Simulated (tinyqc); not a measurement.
BCS gap equation with a constant attraction inside the Debye window: one step, computed by the program tinyqc.

Pairs attract with strength V for |xi| < k_B Theta; N(0) is the density of states for one spin. Energies are given as temperatures (E/k_B, in K) unless marked.

Task: One evaluation of the gap equation. Gap equation: 1/(N(0)V) = I(Delta, T) = int_0^Theta tanh(E/2T)/E d xi, E = sqrt(xi^2 + Delta^2); 64 Gauss-Legendre points in y with xi = max(Delta, T) sinh(y). Take Delta = Delta_0 as the trial; the fixed-point update is Delta(new) = N(0)V Delta I(Delta, T).

Inputs (values chosen for the exercise, modelled on niobium): coupling N(0)V = 0.284; Debye temperature Theta = 277 K; temperature T = 3.05 K.

Solver: secant.

Delta_0 = 16.39395 K

Give: I(Delta_0, T); updated Delta.

Result:

I(Delta_0, T) = 3.5162

updated Delta = 16.371 K
